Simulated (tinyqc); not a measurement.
Strain, valley repopulation and piezoresistance in a many-valley conduction band: one step, computed by the program tinyqc.

Valleys are ellipsoids with mass m_l along the axis a and m_t across it, parabolic, with one constant relaxation time; strain shifts the valleys and leaves the masses alone. Currents are taken along [110], along the load, and along [001], across the load.

Problem. Populations. Each of the 6 valleys holds n_v = N_v (2/sqrt(pi)) F_1/2((E_F - dE_v)/(k_B T)), N_v = 2 (m_d k_B T/(2 pi hbar^2))^(3/2), m_d = (m_l m_t^2)^(1/3); E_F solves sum n_v = n and is counted from the unstrained edge. F_j(eta) = int_0^infinity x^j/(1 + exp(x - eta)) dx, without a gamma-function factor. It is evaluated after integrating by parts. Integrals over x = E/(k_B T) use 160 Gauss-Legendre points in u = sqrt(x) from 0 to sqrt(max(eta, 0) + 32).

Inputs (values chosen for the exercise, for a model crystal):

| quantity | value | unit |
|---|---|---|
| longitudinal mass m_l | 1.02 | m_0 |
| transverse mass m_t | 0.198 | m_0 |
| electron density n | 4.4e+15 | 1/cm^3 |
| temperature T | 300 | K |

Valley axes: <100> (6 valleys in 3 pairs). Load: uniaxial [110].

shifts dE (meV): x 1.103915, y 1.103915, z -0.623358

Constants: k_B = 8.617333262e-05 eV/K; m_0 = 9.1093837015e-31 kg; k_B = 1.380649e-23 J/K; hbar = 1.054571817e-34 J s.

Give: Fermi level E_F; share of the electrons (per pair).

Solution.

Fermi level E_F = -227.8 meV

share of the electrons (per pair): x 0.3258, y 0.3258, z 0.3483
